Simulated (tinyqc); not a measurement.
Internal photoemission over an interface barrier: one step of the calculation.

Electrons are excited from a metal over the barrier Phi(F) = P0 - sqrt(q F/(4 pi eps0 ei)), whose top lies at xm = sqrt(q/(16 pi eps0 ei F)). The yield is Y = A (hv - Phi)^p exp(-xm/l), with A = 1 here.

Question. Barrier in the field. Lowering P0 - Phi, barrier, position of its top, scattering factor and threshold wavelength.

Parameters, values chosen for the exercise; dielectric values close to those of zirconium oxide: barrier at zero field P0 = 1.4 eV; image-force permittivity ei = 5.11; scattering length in the image well l = 1 nm; field in the dielectric F = 2.2 MV/cm.

Constants: q = 1.602176634e-19 C, h = 6.62607015e-34 J s, c = 299792458 m/s, eps0 = 8.8541878128e-14 F/cm where lengths are in cm. Results are converted to the units shown.

Wanted: lowering; Phi; xm; exp(-xm/l); threshold wavelength h c/(q Phi).

Answer.

lowering = 248.99 meV
Phi = 1.1510 eV
xm = 0.56588 nm
exp(-xm/l) = 0.56786
threshold wavelength h c/(q Phi) = 1077.2 nm

Computed by the program tinyqc: `OMP_NUM_THREADS=1 python tinyqc.py 2410042 2410043 out.jsonl`, one thread of a shared Intel Xeon 2.30GHz, about 0.01 s for the whole run.
